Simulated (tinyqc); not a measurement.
Three-level Kane dispersion of a narrow-gap semiconductor, step by step. Values are carried at full precision from step to step, so a last printed digit may differ when a step is redone from the rounded ones.

Zero of energy at Gamma8, c = hbar^2/2m0, P^2 = Ep c. The free-electron term and remote bands are left out, so the heavy holes are flat at E = 0 and the other three bands obey E (E - Eg)(E + Dso) = P^2 k^2 (E + 2 Dso/3). The conduction band is the highest root; its edge is Ec = max(Eg, 0).

Constants: hbar^2/2m0 = 3.80998211 eV angstrom^2; hbar = 6.58211957e-16 eV s; e^2/(4 pi eps0) = 14.39964547 eV angstrom; muB = 5.788381798e-05 eV/T.

Values chosen for the exercise (near those of HgTe; not measured data): Eg = -0.29 eV (E(Gamma6) - E(Gamma8)); Dso = 1.06 eV (spin-orbit splitting); Ep = 18.1 eV (Kane energy); k = 0.037 1/angstrom (wave vector); n = 6.1e+16 cm^-3 (electron density); eps = 15 (high-frequency dielectric constant); B = 4.7 T (magnetic field).

## The three bands at one k

Expand the equation into E^3 + a2 E^2 + a1 E + a0 = 0 and give its roots; compare with the two-level form (Dso to infinity) E = Eg/2 +/- sqrt(Eg^2/4 + (2/3) P^2 k^2).

P^2 k^2 = 0.094407 eV^2

a2, a1, a0: [1.350000, 0.212993, -0.066714]

roots (eV): [-1.1017, -0.3998, 0.1515]

two-level form (eV): [-0.4348, 0.1448]

The two-level form misses the highest root by -6.7 meV. The order is inverted: the band that would be the light hole curves upward from Gamma8 and touches the heavy holes, so there is no gap.

## Mass at the edge and limiting velocity

For Eg < 0 the conduction band starts at Gamma8 with m0* = 3 |Eg|/(2 Ep). In the two-level form the velocity tends to v = sqrt(2/3) P/hbar, and |Eg| = 2 m v^2 with m = 3 |Eg|/(2 Ep), as for a relativistic particle. 1 angstrom = 1e-10 m.

m0* = 0.02403 m0
P = 8.3043 eV angstrom
v = 1.030e+06 m/s
k at which the linear part sets in, |Eg|/(2 hbar v) = 0.02139 1/angstrom

## Fermi level and mass at a given density

Degenerate electrons at T = 0: kF = (3 pi^2 n)^(1/3), 1 cm^-3 = 1e-24 angstrom^-3; EF is the highest root at kF. The momentum (cyclotron, optical) mass is m(E) = hbar^2 k/(dE/dk) = c d(k^2)/dE with d(k^2)/dE = k^2 [1/E + 1/(E - Eg) + 1/(E + Dso) - 1/(E + 2 Dso/3)]; the density of states is k d(k^2)/dE/(2 pi^2).

Edge mass m0* = 3 |Eg|/(2 Ep).

Compare EF - Ec with the parabolic value c kF^2/m0*.

kF = 0.01218 1/angstrom
EF - Ec = 0.0221 eV
parabolic value = 0.0235 eV
m(EF) = 0.02716 m0
m(EF)/m0* = 1.130
density of states at EF = 4.398e+18 1/(eV cm^3)

The parabola overstates EF - Ec by a factor of 1.07; (EF - Ec)/|Eg| = 0.08, and the two-level rule 1 + 2 (EF - Ec)/|Eg| = 1.152 estimates the mass ratio.

## Plasma and cyclotron energies

hbar wp = sqrt(8 pi c (e^2/4 pi eps0) n/(eps m)), hbar wc = 2 muB B/m (classical limit), with m = m(EF) and, for comparison, the edge mass; n in angstrom^-3.

hbar wp with m(EF), with m0* (meV): [14.37, 15.27]

hbar wc with m(EF), with m0* (meV): [20.03, 22.64]

hbar wc is not small against EF - Ec = 22.1 meV, so fewer than ten Landau levels are filled and the classical value is only a guide.

## Checks

- Roots of the cubic against the 8 x 8 Kane matrix without remote terms: they agree to 1e-10 or better.
- m(E) near the edge against m0*: both 0.02403.

tinyqc: `OMP_NUM_THREADS=1 python tinyqc.py 1050488 1050489 out.jsonl`; about 0.01 s, one thread, shared Intel(R) Xeon(R) Processor @ 2.30GHz.
